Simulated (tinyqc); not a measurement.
# Worked calculation: bandgap voltage reference from two bipolar transistors

Computed by the program tinyqc: `OMP_NUM_THREADS=1 python tinyqc.py 2062206 2062207 out.jsonl`, one thread of a shared Intel Xeon 2.30GHz, about 0.02 s for the whole run. Printed values are rounded.

Two transistors of area 1 and N carry the same current I. Is(T) = Is (T/T0)^eta exp[(Vg0 q/kB)(1/T0 - 1/T)], VBE1 = Vt ln(I/Is(T)) + I rb, VBE2 = Vt ln(I/(N Is(T))) + I rb/N. The amplifier forces I R1(T) = VBE1 - VBE2 + Vos, with R(T) = R (1 + tc (T - T0)) for both resistors, and the output is Vref = VBE1 + I R2(T). Base currents and the Early effect are neglected.

Values chosen for this exercise; values of the order met in silicon bipolar transistors: reference temperature T0 = 323 K; band-gap voltage extrapolated to 0 K Vg0 = 1.14 V; temperature exponent of the saturation current eta = 3.1; saturation current of the unit transistor at T0 Is = 1.1e-17 A; area ratio of the second transistor N = 8; resistor across which the difference of VBE falls, at T0 R1 = 33 kohm; temperature coefficient of both resistors tc = 0 ppm/K; offset of the amplifier Vos = -0.1 mV; series resistance of the unit transistor rb = 0 ohm; output resistor at T0 R2 = 282.2 kohm; temperature T = 233 K.

Constants: q = 1.602176634e-19 C, kB = 1.380649e-23 J/K. Results are converted to the units shown.

## Operating point at the reference temperature

Vt = kB T/q; I = (Vt ln N + Vos)/(R1(T) - rb (1 - 1/N)). Evaluate at T = T0.

Vt = 0.02783399 V
I = 1.750883 uA
Is(T) = 1.1e-17 A
VBE1 = 0.7179289 V
I R2 = 0.4940993 V
Vref = 1.212028 V

## Operating point at another temperature

Vt = kB T/q; I = (Vt ln N + Vos)/(R1(T) - rb (1 - 1/N)).

Vt = 0.02007839 V
I = 1.262177 uA
Is(T) = 5.382431e-25 A
VBE1 = 0.8492919 V
I R2 = 0.3561863 V
Vref = 1.205478 V

From T0 to T, VBE1 changes by 131 mV and I R2 by -138 mV, which leaves -6.55 mV in Vref.

## Resistor for zero slope at T0, ideal case

With tc = 0, Vos = 0 and rb = 0 the current is proportional to T, dVBE/dT = (VBE - Vg0 - (eta - 1) Vt)/T, and Vref has zero slope at T0 when Vref = Vg0 + (eta - 1) Vt0. Find VBE1, its slope, that Vref, R2/R1 and the curvature d2Vref/dT2 = -(eta - 1) kB/(q T0).

VBE1 = 0.7179770 V
dVBE/dT = -1.487537 mV/K
Vref = 1.198451 V
R2/R1 = 8.301338
curvature = -0.5602601 uV/K^2
